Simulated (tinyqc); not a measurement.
# Strained Delta valleys, repopulation and conductivity mass: mobility against stress

A cubic crystal with three pairs of conduction valleys along x, y and z under uniaxial stress X along [001] (X > 0 is tension); current along [110]. Non-degenerate electrons, fixed total density, one relaxation time for all valleys and stresses, masses unchanged by strain, so the mobility goes as the mean inverse mass.

Stress s_ij = X a_i a_j with a the unit vector along [001]; strain e_ii = s11 s_ii + s12 (s_jj + s_kk), e_ij = s44 s_ij/2. Valley shift dE = Xu (n.e.n - trace(e)/3) with n the valley axis; share f proportional to exp(-dE/Vt). Inverse mass along the current d = [110]: (n.d)^2/ml + (1 - (n.d)^2)/mt; mu/mu0 = sum f (1/m) over the plain mean of 1/m. The linear estimate is 1 - pi X with pi the small-stress slope -d(mu/mu0)/dX.

Inputs (values chosen for the exercise); values close to those of silicon:
```
symbol  value   unit                      meaning
T         400      K                  temperature
s11      7.46  1/TPa                   compliance
s12      -2.2  1/TPa                   compliance
s44      12.9  1/TPa                   compliance
Xu       8.71     eV  shear deformation potential
ml       0.93     m0            longitudinal mass
mt      0.188     m0              transverse mass
```

Constants: q = 1.602176634e-19 C, kB = 1.380649e-23 J/K, Vt = kB T/q. Results are converted to the units shown.

Result of one run:
```
X (MPa)  splitting (meV)  largest share  mu/mu0  linear estimate
-1500              126.2         0.9511   1.336            1.442
```

What becomes of these results when the uniaxial stress (tension positive) X is changed from -1500 to -700 MPa, all else the same?

Result of the changed run:
```
X (MPa)  splitting (meV)  largest share  mu/mu0  linear estimate
-700               58.90         0.7341   1.218            1.206
```

The whole series:
```
X (MPa)  splitting (meV)  largest share  mu/mu0  linear estimate
-25                2.103         0.3470   1.007            1.007
-50                4.207         0.3610   1.015            1.015
-100               8.414         0.3896   1.031            1.029
-200               16.83         0.4489   1.063            1.059
-400               33.66         0.5703   1.129            1.118
-700               58.90         0.7341   1.218            1.206
-1000              84.14         0.8517   1.282            1.295
-1500              126.2         0.9511   1.336            1.442
-2500              210.3         0.9955   1.360            1.737
```

The ratio mu/mu0 rises from 1.01 to 1.36; pi = 29.5e-11 1/Pa. The linear estimate of the change is 0.9901 times the computed change in the first row and 2.05 times it in the last: once the splitting is several Vt (Vt = 34.5 meV) the upper valleys are nearly empty and little is left to move. At X = -2500 MPa the stress passes 1.5 GPa, where intervalley scattering and masses change too.

tinyqc, about 0.01 s, one thread, Intel Xeon 2.30GHz (shared host): `OMP_NUM_THREADS=1 python tinyqc.py 2530039 2530040 out.jsonl`
